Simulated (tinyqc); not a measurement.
Worked calculation: interband optics of a two-band s-p chain from momentum matrix elements. Values are carried at full precision from step to step, so a last printed digit may differ when a step is redone from the rounded ones.

H(k) = [[Es - 2 ts cos ka, 2i V sin ka], [-2i V sin ka, Ep_ + 2 tp cos ka]] in the basis s, p; the lower band is full, with two electrons a cell. The velocity operator times hbar is W = dH/dk (eV angstrom); intra-atomic dipoles are left out.

Constants: hbar^2/2m0 = 3.80998211 eV angstrom^2; e^2/(4 pi eps0) = 14.39964547 eV angstrom.

Values chosen for the exercise: a = 4.37 angstrom (period); Es = 2.31 eV (upper orbital (s)); Ep_ = -3.7 eV (lower orbital (p)); ts = 0.65 eV (s-s hopping); tp = 0.36 eV (p-p hopping); V = 1.5 eV (s-p hopping); k = 0.27 2 pi/a (wave vector); N = 12 (k points); Ar = 10.6 angstrom^2 (cross-section per chain); eta = 0.3 eV (Lorentzian half width); E = 4.14 eV (photon energy).

## Hamiltonian and velocity at one k

Form H and W = dH/dk.

H (eV), rows s, p and columns alike:
```
[[2.4729, 2.9763i],
 [-2.9763i, -3.7902]]
```

W (eV angstrom), rows s, p and columns alike:
```
[[5.6362, -1.6431i],
 [1.6431i, -3.1216]]
```

## Matrix element between the bands

Diagonalise H, transform W, and form w = |W_cv|^2, the Kane-type energy w/c and the oscillator strength f = w/(c D), c = hbar^2/2m0, D = Ec - Ev.

Ev, Ec (eV): [-4.9790, 3.6617]

weights, rows s, p; columns v, c:
```
[[0.1376, 0.8624],
 [0.8624, 0.1376]]
```

slopes dEv/dk, dEc/dk (eV angstrom): [-0.785, 3.299]

w = 17.705 eV^2 angstrom^2
w/c = 4.647 eV
f = 0.538

## Transitions on the mesh

At each k_j = (j + 1/2)/N (2 pi/a) up to the zone edge give D = Ec - Ev, w = |<c|W|v>|^2 and f = w/(c D), c = hbar^2/2m0; the other half of the zone repeats the values.

Transitions:
```
k (2 pi/a)  D (eV)  w (eV^2 angstrom^2)      f
0.0417      4.3458              130.393  7.875
0.1250      6.2443               21.915  0.921
0.2083      7.9811                0.582  0.019
0.2917      8.7330               28.810  0.866
0.3750      8.5632               92.135  2.824
0.4583      8.1112              159.965  5.176
```

D runs from 4.346 to 8.733 eV on the mesh; f is largest at k = 0.0417.

## Dielectric function from the table

With w(k) = |<c|W|v>|^2 and D(k) = Ec - Ev, on the mesh k_j = (j + 1/2)/N (2 pi/a): eps(E) = 1 + (8 pi e2/(a Ar)) mean_j (w/D^2) [1/(D - E - i eta) + 1/(D + E + i eta)], e2 = e^2/(4 pi eps0); light polarised along the chains, no local fields.

Take the mean over the rows. Also eps(0) at eta = 0, and the effective electrons per cell n_eff = 2 mean(f).

eps(E) = 18.145+20.471i
eps(0) = 6.650
n_eff = 5.894

On a mesh of 2000 points the values are 6.007+21.120i, 6.829 and 5.932. n_eff need not equal the 2 electrons of the cell: a two-orbital basis with chosen hoppings does not obey the sum rule of free electrons. E lies within, or within 2 eta of, the range of transitions of the band (3.99 to 8.76 eV); their spacing on this mesh (up to 1.90 eV) exceeds eta, so eps(E) depends on where the few mesh points fall.

## Checks

- Curvature of the lower band against <v|d2H/dk2|v> - 2 w/D (eV angstrom^2): both 36.12.
- Zone mean of 2 w/D against the zone mean of <v|d2H/dk2|v>, the f-sum rule of a full band (eV angstrom^2): both 22.602.

Run: tinyqc, `OMP_NUM_THREADS=1 python tinyqc.py 1680154 1680155 out.jsonl`; Intel(R) Xeon(R) Processor @ 2.30GHz, one thread, shared host; about 0.01 s of CPU time with all checks.
